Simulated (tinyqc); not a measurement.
Inside a calculation. Model: Raman shift of the zone-centre optical phonon of a diamond-structure crystal under stress. Computed by tinyqc, a small Python program that keeps every step. Command: `OMP_NUM_THREADS=1 python tinyqc.py 3020781 3020782 out.jsonl ramanstress walk`. One thread of a shared host (Intel(R) Xeon(R) Processor @ 2.30GHz), about 0.01 s of CPU time with the checks. Intermediate numbers are printed to about 6 digits and carried at full precision; extremes and crossings named in words are read from the listed rows.

Axes x, y, z are the cube axes. Strain shifts the threefold optical mode and can split it; p, q and r are the phonon deformation potentials.

Inputs (values chosen for the exercise, modelled on germanium):
```
quantity                             value      unit
unstrained frequency omega_0         300.2      1/cm
p/omega_0^2                          -1.54         -
q/omega_0^2                          -1.89         -
r/omega_0^2                          -1.08         -
C11                                  127.9       GPa
C12                                  47.83       GPa
C44                                  67.63       GPa
stress sigma (tension positive)      -0.29       GPa
polarisation angle phi                  60    degree
temperature coefficient d omega/dT  -0.015  1/(cm K)
local temperature T                    330         K
laser wavelength                     632.8        nm
```

Stress state: uniaxial. Axis: [111].

Constants: h = 6.62607015e-34 J s; c = 299792458 m/s; k_B = 1.380649e-23 J/K.

## Compliances

S11 = (C11 + C12)/D, S12 = -C12/D, D = (C11 - C12)(C11 + 2 C12), S44 = 1/C44.

S11 = 9.81707 1/TPa

S12 = -2.67200 1/TPa

S44 = 14.7863 1/TPa

## Stress and strain tensors

Uniaxial stress along the unit vector n of the axis: sigma_ij = sigma n_i n_j. eps_xx = S11 sigma_xx + S12 (sigma_yy + sigma_zz), and cyclic; eps_xy = S44 sigma_xy/2 (tensor strain).

stress (GPa):
```
            x           y           z
x  -0.0966667  -0.0966667  -0.0966667
y  -0.0966667  -0.0966667  -0.0966667
z  -0.0966667  -0.0966667  -0.0966667
```

strain (per mille):
```
           x          y          z
x  -0.432397  -0.714673  -0.714673
y  -0.714673  -0.432397  -0.714673
z  -0.714673  -0.714673  -0.432397
```

volume strain = -1.29719 per mille

## Secular matrix and shifts

Secular matrix: M_xx = p eps_xx + q (eps_yy + eps_zz), M_xy = 2 r eps_xy; its eigenvalues are omega^2 - omega_0^2, and the shifts are these over 2 omega_0.

M/(2 omega_0) (1/cm):
```
          x         y         z
x  0.345283  0.231708  0.231708
y  0.231708  0.345283  0.231708
z  0.231708  0.231708  0.345283
```

shifts, in rising order (1/cm): 0.113574  0.113574  0.808700

The triplet splits into a singlet and a doublet. Compression hardens every mode.

## Mean shift and Grueneisen parameter

gamma = -(p + 2q)/(6 omega_0^2); the mean of the three shifts is -gamma omega_0 x (volume strain).

mode Grueneisen parameter gamma = 0.886667

mean shift = 0.345283 1/cm

## The line seen from a (001) surface

Backscattering from a (001) surface: incident polarisation (cos phi, sin phi, 0). With Raman tensors (R_z)_xy = (R_z)_yx = 1 and cyclic, only the z component u_z of a mode counts: I = u_z^2 sin^2(2 phi) for parallel and u_z^2 cos^2(2 phi) for crossed polarisers. An unresolved line sits at the intensity-weighted shift, which is M_zz/(2 omega_0).

total intensity, parallel = 0.75

total intensity, crossed = 0.25

shift of the observed line = 0.345283 1/cm

shift per stress = -1.19063 1/(cm GPa)

stress per shift = -839.891 MPa cm

Shear mixes z with x and y, so the line is a blend of modes with different shifts. Caution: this stress has components normal to the (001) face, so it cannot reach a free (001) surface; it can act on buried material.

## The same stress in different states

Uniaxial: sigma n n^T; biaxial: sigma (1 - n n^T); hydrostatic: sigma 1. The line seen from (001) is taken as unresolved, at the intensity-weighted shift M_zz/(2 omega_0).

Shifts (1/cm):
```
state                    lowest   middle  highest  line seen from (001)
uniaxial [100]          0.21843  0.40871  0.40871               0.40871
uniaxial [110]         -0.03399  0.40871  0.66113               0.40871
uniaxial [001]          0.21843  0.40871  0.40871               0.21843
uniaxial [111]          0.11357  0.11357  0.80870               0.34528
biaxial, normal [001]   0.62714  0.62714  0.81741               0.81741
biaxial, normal [111]   0.22715  0.92227  0.92227               0.69057
hydrostatic             1.03585  1.03585  1.03585               1.03585
```

Seen from (001), uniaxial stress along [100] and along [110] give the same shift (0.409), and equal biaxial stress in the plane gives twice as much (0.817), since only sigma_xx + sigma_yy and sigma_zz enter M_zz. Stress along [001] gives 0.218. One measured shift therefore fixes the stress only once its state is assumed: read as uniaxial in the plane, a shift implies twice the stress that it does read as biaxial.

## Heating mistaken for stress

A temperature above 300 K shifts the line by (d omega/dT)(T - 300 K); divided by the shift per stress it poses as a stress; the total shift adds it to the shift of the observed line. The anti-Stokes to Stokes ratio is [(omega_L + omega_0)/(omega_L - omega_0)]^3 exp(-h c omega_0/(k_B T)) in photon counts, omega_L = 1/wavelength, resonance effects left out.

thermal shift = -0.45 1/cm

apparent stress from heating = 0.377951 GPa

total shift = -0.104717 1/cm

anti-Stokes/Stokes ratio = 0.302747

Heating poses as tension, 130 % of the true stress in size; the intensity ratio gives T apart from the shift.

Checks made by the program: mean of the eigenvalues against the trace rule (relative difference below 1e-10); weighted mean of the modes against M_zz (relative difference below 1e-10).
